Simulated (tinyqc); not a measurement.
Inside a calculation. Method: tight binding, honeycomb lattice. Computed by tinyqc, a small Python program that keeps every step. Settings: t1 = 2.16, t2 = 0.03, phi = 0, delta = 1.79, points = 7. Command: `OMP_NUM_THREADS=1 python tinyqc.py 26628 26629 out.jsonl` (the two numbers bound the seeds that draw the settings). One thread of a shared host (Intel(R) Xeon(R) Processor @ 2.60GHz), about 0.01 s of CPU time with the checks.

## Bloch Hamiltonian at k

Parameters chosen for this model:
```
parameter     value                        unit
t1         2.160000                 eV, nearest
t2         0.030000       eV, second neighbours
phi               0  rad, phase of t2 (Haldane)
delta      1.790000          eV, +/- on A and B
```

k point k (fractions of the reciprocal vectors): [-0.370000, -0.290000]

H_AB = -t1 (1 + exp(-i k.a1) + exp(-i k.a2)); H_AA = delta - 2 t2 sum cos(k.b + phi), H_BB = -delta - 2 t2 sum cos(k.b - phi), b = a1, a2 - a1, -a2.

H(k) at k (eV), order A, B:
$$\begin{pmatrix}
1.793416 & -0.144208-3.666712i \\
-0.144208+3.666712i & -1.786584
\end{pmatrix}$$

## Levels at k

Diagonalise the Hermitian matrix.

eigenvalues (eV): [-4.079435, 4.086267]

weights |c|^2 of the basis functions, order A, B:
$$\begin{pmatrix}
0.280790 & 0.719210 \\
0.719210 & 0.280790
\end{pmatrix}$$

## Bloch Hamiltonian at K

k point K (fractions of the reciprocal vectors): [0.333333, 0.666667]

As before.

H(k) at K (eV), order A, B:
$$\begin{pmatrix}
1.880000 & 0.000000 \\
0.000000 & -1.700000
\end{pmatrix}$$

## Levels at K

As before.

eigenvalues (eV): [-1.700000, 1.880000]

weights |c|^2 of the basis functions, order A, B:
$$\begin{pmatrix}
0.000000 & 1.000000 \\
1.000000 & 0.000000
\end{pmatrix}$$

## Bands along a path

The same steps at evenly spaced points between the labelled ones.

Bands along the path (eV):
```
k             band 1    band 2
G          -6.902685  6.542685
G-K 0.25   -6.300657  6.032811
G-K 0.50   -4.706163  4.646163
G-K 0.75   -2.745299  2.865299
K          -1.700000  1.880000
K-M 0.25   -1.916294  2.086000
K-M 0.50   -2.314463  2.462309
K-M 0.75   -2.629647  2.757546
M          -2.745299  2.865299
M-K' 0.25  -2.629647  2.757546
M-K' 0.50  -2.314463  2.462309
M-K' 0.75  -1.916294  2.086000
K'         -1.700000  1.880000
```

With 1 band(s) filled, the highest filled level on these points lies at K and the lowest empty one at K: a gap of 3.5800 eV, direct.

## Chern number of the lower band

On a 7 x 7 mesh, the phase of the product of overlaps around each plaquette (k1 then k2); the sum over 2 pi is an integer.

plaquette phases (rad):
$$\begin{pmatrix}
0.000000 & -0.015320 & -0.050427 & -0.058184 & 0.040725 & 0.029178 & 0.011680 \\
0.015320 & 0.000000 & -0.036698 & -0.161411 & -0.111237 & 0.037559 & 0.029178 \\
0.050427 & 0.036698 & 0.000000 & -0.144515 & -0.415693 & -0.111237 & 0.040725 \\
0.058184 & 0.161411 & 0.144515 & 0.000000 & -0.144515 & -0.161411 & -0.058184 \\
-0.040725 & 0.111237 & 0.415693 & 0.144515 & 0.000000 & -0.036698 & -0.050427 \\
-0.029178 & -0.037559 & 0.111237 & 0.161411 & 0.036698 & 0.000000 & -0.015320 \\
-0.011680 & -0.029178 & -0.040725 & 0.058184 & 0.050427 & 0.015320 & 0.000000
\end{pmatrix}$$

Chern number = 0.000000
